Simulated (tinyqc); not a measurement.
# Front-illuminated p-i-n photodiode, quantum efficiency and bandwidth: effects of single changes

Light enters through a p layer (0 to xp), a depleted layer (xp to xp + wi) and a thick n substrate, decaying as exp(-al x); one pass, no back reflection. Carriers made in the depleted layer are all collected; those in the neutral layers diffuse.

Parameters, values chosen for the exercise; values close to those of germanium at this wavelength:

| symbol | value | unit | meaning |
|---|---|---|---|
| lam | 1310 | nm | wavelength |
| al | 6890 | 1/cm | absorption coefficient |
| Rf | 0.02 |  | reflectance of the front face |
| eps_r | 15.7 |  | relative permittivity |
| xp | 0.52 | um | thickness of the front p layer |
| wi | 1.7 | um | thickness of the depleted layer |
| Dn | 35 | cm^2/s | electron diffusion coefficient in the p layer |
| Ln | 3.1 | um | electron diffusion length in the p layer |
| S | 4000 | cm/s | recombination velocity of the front surface |
| Lp | 23 | um | hole diffusion length in the thick n substrate |
| ve | 6.23e6 | cm/s | electron drift velocity |
| vh | 4.15e6 | cm/s | hole drift velocity |
| dia | 54 | um | diameter |
| RL | 50 | ohm | load resistance |
| Cp | 100 | fF | parasitic capacitance |

Constants: q = 1.602176634e-19 C, h = 6.62607015e-34 J s, c = 299792458 m/s, eps0 = 8.8541878128e-14 F/cm where lengths are in cm. Results are converted to the units shown.

Each table varies one quantity; the others keep the values above.

## Efficiency and bandwidth against the thickness of the depleted layer

k = al Ln, s = S Ln/Dn, e = exp(-al xp); front layer f1 = (k/(k^2 - 1)) {[s + k - e (s cosh(xp/Ln) + sinh(xp/Ln))]/[s sinh(xp/Ln) + cosh(xp/Ln)] - k e}; depleted layer f2 = e (1 - exp(-al wi)); substrate f3 = e exp(-al wi) al Lp/(1 + al Lp); external efficiency (1 - Rf)(f1 + f2 + f3); responsivity = efficiency q lam/(h c). Drift response for pairs made in the depleted layer, a = al wi, g = 1 - exp(-a), u = 2 pi i f, te = wi/ve, th = wi/vh: electrons He = [g - a (exp(-a) - exp(-u te))/(u te - a)]/(u te g), holes Hh = [g - a (1 - exp(-a - u th))/(a + u th)]/(u th g); C = eps0 eps_r pi (dia/2)^2/wi + Cp; total |He + Hh|/sqrt(1 + (2 pi f RL C)^2), for the current of the depleted layer alone. Limits are the frequencies at which each factor falls to 1/sqrt(2); inverse-square sum (f_transit^-2 + f_RC^-2)^(-1/2); the diffusion currents f1 and f3 are left out of the bandwidth.

Result of one run:
```
wi (um),f2,f1 + f3,responsivity (A/W),transit limit (GHz),RC limit (GHz),3 dB bandwidth (GHz),inverse-square sum (GHz),bandwidth x (1 - Rf) f2 (GHz)
14,0.6988,0.2973,1.031,2.084,25.93,2.075,2.078,1.421
```

What becomes of these results when the thickness of the depleted layer wi is changed from 14 to 0.6 um, all else the same?

Result of the changed run:
```
wi (um),f2,f1 + f3,responsivity (A/W),transit limit (GHz),RC limit (GHz),3 dB bandwidth (GHz),inverse-square sum (GHz),bandwidth x (1 - Rf) f2 (GHz)
0.6,0.2366,0.7321,1.003,45.79,5.048,5.005,5.017,1.161
```

The whole series:
```
wi (um),f2,f1 + f3,responsivity (A/W),transit limit (GHz),RC limit (GHz),3 dB bandwidth (GHz),inverse-square sum (GHz),bandwidth x (1 - Rf) f2 (GHz)
0.21,0.09415,0.8661,0.9943,128.3,1.970,1.969,1.969,0.1817
0.36,0.1535,0.8103,0.9980,75.42,3.234,3.230,3.231,0.4859
0.6,0.2366,0.7321,1.003,45.79,5.048,5.005,5.017,1.161
1,0.3480,0.6274,1.010,27.99,7.608,7.249,7.342,2.472
1.7,0.4823,0.5011,1.018,16.95,11.08,8.916,9.274,4.214
2.9,0.6041,0.3864,1.026,10.30,15.17,8.187,8.525,4.847
4.8,0.6733,0.3214,1.030,6.386,19.14,5.956,6.058,3.930
8.1,0.6962,0.2998,1.031,3.751,22.85,3.684,3.701,2.514
14,0.6988,0.2973,1.031,2.084,25.93,2.075,2.078,1.421
```

As wi goes from 0.21 to 14, the responsivity rises from 0.994 to 1.03 A/W and the bandwidth goes from 1.97 through a maximum of 8.92 (at wi = 1.7 among the rows listed) to 2.08 GHz. The RC limit is the lower one for wi = 0.21, 0.36, 0.6, 1, 1.7, the transit limit elsewhere. Adding inverse squares of the two limits is within 4.1 % of the full result. The product of bandwidth and fast efficiency goes from 0.182 through a maximum of 4.85 (at wi = 2.9 among the rows listed) to 1.42 GHz. In every row the diffusion currents exceed 0.3 of the drift current; their own response times, left out, may then shape the whole response.

## Efficiency and bandwidth against the diameter

Same model as above.

The same in every row: f2 = 0.4823; f1 + f3 = 0.5011; responsivity (A/W) = 1.018; transit limit (GHz) = 16.95.

Efficiency and bandwidth against the diameter:
```
dia (um),RC limit (GHz),3 dB bandwidth (GHz),inverse-square sum (GHz),bandwidth x (1 - Rf) f2 (GHz)
5,31.33,14.39,14.91,6.799
10,29.91,14.21,14.75,6.715
20,25.33,13.51,14.09,6.383
50,12.22,9.502,9.910,4.491
100,4.289,4.111,4.158,1.943
200,1.193,1.189,1.190,0.5617
500,0.1970,0.1970,0.1970,0.09311
1000,0.04949,0.04949,0.04949,0.02339
```

What does the comparison show?

As dia goes from 5 to 1000, the responsivity stays at 1.02 A/W and the bandwidth falls from 14.4 to 0.0495 GHz. The RC limit is the lower one for dia = 50, 100, 200, 500, 1000, the transit limit elsewhere. Adding inverse squares of the two limits is within 4.3 % of the full result. In every row the diffusion currents exceed 0.3 of the drift current; their own response times, left out, may then shape the whole response.

Program tinyqc, `OMP_NUM_THREADS=1 python tinyqc.py 2250001 2250002 out.jsonl`; Intel Xeon 2.30GHz, shared host, one thread, about 0.01 s.
